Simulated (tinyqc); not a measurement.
Ion implantation: universal nuclear stopping, Lindhard-Scharff electronic stopping and a Gaussian range profile: one step, computed by the program tinyqc. Command: `OMP_NUM_THREADS=1 python tinyqc.py 3025902 3025903 out.jsonl implant walk`. One thread of a shared host (Intel(R) Xeon(R) Processor @ 2.30GHz), about 0.07 s of CPU time with the checks.

An ion slows by elastic collisions with screened nuclei and by friction with electrons; channelling is ignored and the target is uniform.

Task: Stopping at the entry energy. Reduced energy eps = 32.53 M2 E/(Z1 Z2 (M1 + M2)(Z1^0.23 + Z2^0.23)), E in keV; s_n = ln(1 + 1.1383 eps)/(2 (eps + 0.01321 eps^0.21226 + 0.19593 eps^0.5)) for eps up to 30 and ln(eps)/(2 eps) above; S_n = 8.462 Z1 Z2 M1 s_n/((M1 + M2)(Z1^0.23 + Z2^0.23)) in 1e-15 eV cm^2. S_e = k 3.83 Z1^(7/6) Z2/(Z1^(2/3) + Z2^(2/3))^(3/2) sqrt(E/M1) in 1e-15 eV cm^2, E in keV. dE/dx = N (S_n + S_e); 1e-15 eV cm^2 = 0.1 eV nm^2.

Inputs (values chosen for the exercise, modelled on nitrogen ions in copper):

| quantity | value | unit |
|---|---|---|
| ion atomic number Z1 | 7 | - |
| ion mass M1 | 14 | u |
| target atomic number Z2 | 29 | - |
| target mass M2 | 63.55 | u |
| target density N | 84.9 | 1/nm^3 |
| ion energy E | 36 | keV |
| scale factor of electronic stopping k | 1.2 | - |

Give: reduced energy eps; s_n; S_n; S_e; energy loss dE/dx.

Result:

reduced energy eps = 1.2661

s_n = 0.29741

S_n = 24.700 x 1e-15 eV cm^2

S_e = 43.650 x 1e-15 eV cm^2

energy loss dE/dx = 580.29 eV/nm

Electronic stopping carries 64 % of the loss at entry.
